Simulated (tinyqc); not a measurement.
Image-sensor pixel with a pinned photodiode, signal and noise: one step of the calculation.

A buried n layer between a heavily doped p+ surface layer and a p layer is emptied into a floating diffusion, read through a source follower with correlated double sampling (reset noise cancelled). One-dimensional abrupt junctions; no blooming, lag or crosstalk.

Question. Full well, conversion gain and read noise. Floating-diffusion limit Cf dV/q; full well FW is the smaller of the two; conversion gain CG = q As/Cf; read noise in electrons vn/CG. Reset noise sqrt(kB T Cf)/q is listed for comparison.

Parameters, values chosen for the exercise; material values close to those of silicon: temperature T = 293 K; floating-diffusion capacitance Cf = 1.7 fF; usable swing of the floating diffusion dV = 0.7 V; source-follower gain As = 0.81; read noise at the output vn = 130 uV.

Constants: q = 1.602176634e-19 C, kB = 1.380649e-23 J/K. Results are converted to the units shown.

diode capacity = 26688.166 electrons

Give: floating-diffusion limit; FW; CG; read noise; reset noise.

Answer.

floating-diffusion limit = 7427 electrons
FW = 7427 electrons
CG = 76.34 uV/electron
read noise = 1.703 electrons
reset noise = 16.37 electrons

The floating diffusion limits the full well.

Program tinyqc, `OMP_NUM_THREADS=1 python tinyqc.py 2630127 2630128 out.jsonl`; Intel Xeon 2.30GHz, shared host, one thread, about 0.01 s.
